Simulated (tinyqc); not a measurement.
# Bias-temperature instability from a Gaussian distribution of capture and emission barriers, step by step

A worked calculation. Computed by tinyqc, a small Python program that keeps every step. Command: `OMP_NUM_THREADS=1 python tinyqc.py 3015878 3015879 out.jsonl bti walk`. One thread of a shared host (Intel(R) Xeon(R) Processor @ 2.30GHz), about 0.01 s of CPU time with the checks. Intermediate numbers are printed to about 7 digits and carried at full precision; extremes and crossings named in words are read from the listed rows.

Each trap has a capture time tau_0 exp(E_c/(k_B T)) under stress and an emission time tau_0 exp(E_e/(k_B T)) after it. E_c is Gaussian, and E_e = E_c + d with d Gaussian and independent. A trap counts as filled once t_s exceeds its capture time and as emptied once t_r exceeds its emission time.

Inputs (values chosen for the exercise, for a model p-channel transistor):

| quantity | value | unit |
|---|---|---|
| shift with all traps filled V_max | 310 | mV |
| mean capture barrier at zero field mu_c | 1.55 | eV |
| spread of capture barriers sigma_c | 0.3 | eV |
| lowering of mu_c per field k_F | 0.051 | eV/(MV/cm) |
| oxide field F | 6.2 | MV/cm |
| mean of E_e - E_c at the stress field, delta | -0.0079 | eV |
| spread of E_e - E_c, sigma_d | 0.31 | eV |
| time constant tau_0 | 6e-09 | s |
| temperature T | 60 | C |
| stress time t_s | 700 | s |
| recovery time t_r | 500 | s |
| failure criterion | 20 | mV |

Constants: k_B = 8.617333262e-05 eV/K.

## Stress

Demarcation energies E_s = k_B T ln(t_s/tau_0), E_r = k_B T ln(t_r/tau_0); mean barrier mu = mu_c - k_F F; z = (E_s - mu)/sigma_c; Phi is the standard normal distribution. Temperatures in kelvin are T(C) + 273.15. Shift without recovery dV0 = V_max Phi(z); local time exponent n = d ln dV0/d ln t_s = (k_B T/sigma_c) exp(-z^2/2)/(sqrt(2 pi) Phi(z)); apparent activation energy n E_s.

E_s = 0.7315706 eV

mean barrier mu = 1.2338 eV

z = -1.674098

shift without recovery dV0 = 14.58725 mV

time exponent n = 0.1998075

apparent activation energy = 0.1461733 eV

The stress has filled 4.7 % of the traps. The apparent energy 0.146 eV is only the share n of the barriers near 0.73 eV that are being crossed.

## Recovery

Remaining shift dV = V_max int_(-infinity)^(E_s) g(E_c) [1 - Phi((E_r - E_c - delta)/sigma_d)] dE_c, g the Gaussian density of E_c (Gauss-Legendre, 120 points over 7 sigma_c below E_s).

E_r = 0.7219109 eV

remaining shift dV = 5.213372 mV

remaining share dV/dV0 = 0.3573923

A measurement delay of t_r hides 64 % of the shift.

## Lifetime

Solve V_max Phi(z) = criterion for t_s; the power-law extrapolation from the stress point is t_s (criterion/dV0)^(1/n); 1 year = 3.15576e7 s.

log10 of the lifetime in s = 3.553839

log10 of the power-law estimate in s = 3.531041

The power law gives a time shorter by 0.02 decades, since n falls as traps fill; ten years is log10 = 8.50.

## What a measurement delay does to the time exponent

Columns: no delay, and delays of 1 us, 1 ms and 1 s.

Shift (mV):

| t_s (s) | no delay | 1 us | 1 ms | 1 s |
|---|---|---|---|---|
| 1.00e+00 | 3.31564 | 2.69391 | 2.02096 | 1.22176 |
| 1.00e+01 | 5.80708 | 4.97138 | 3.93115 | 2.55633 |
| 1.00e+02 | 9.74040 | 8.67962 | 7.18161 | 4.98901 |
| 1.00e+03 | 15.65690 | 14.37906 | 12.36055 | 9.10802 |
| 1.00e+04 | 24.13639 | 22.66678 | 20.10836 | 15.60259 |
| 1.00e+05 | 35.71544 | 34.09069 | 31.02140 | 25.16380 |
| 1.00e+06 | 50.78064 | 49.04103 | 45.53079 | 38.34296 |
| 1.00e+07 | 69.45628 | 67.63889 | 63.78145 | 55.39952 |

Between 10 and 1000 s the apparent exponent is 0.215 without delay, 0.231 at 1 us, 0.249 at 1 ms and 0.276 at 1 s: a slow measurement loses more of a short stress than of a long one, which steepens the curve. Without delay the exponent falls from 0.243 to 0.136 over the table, so the growth is not a true power law. Caution: step-function filling and one Gaussian population are simplifications; real devices show several populations.

Checks made by the program: time exponent against a finite difference (relative difference below 1e-10).
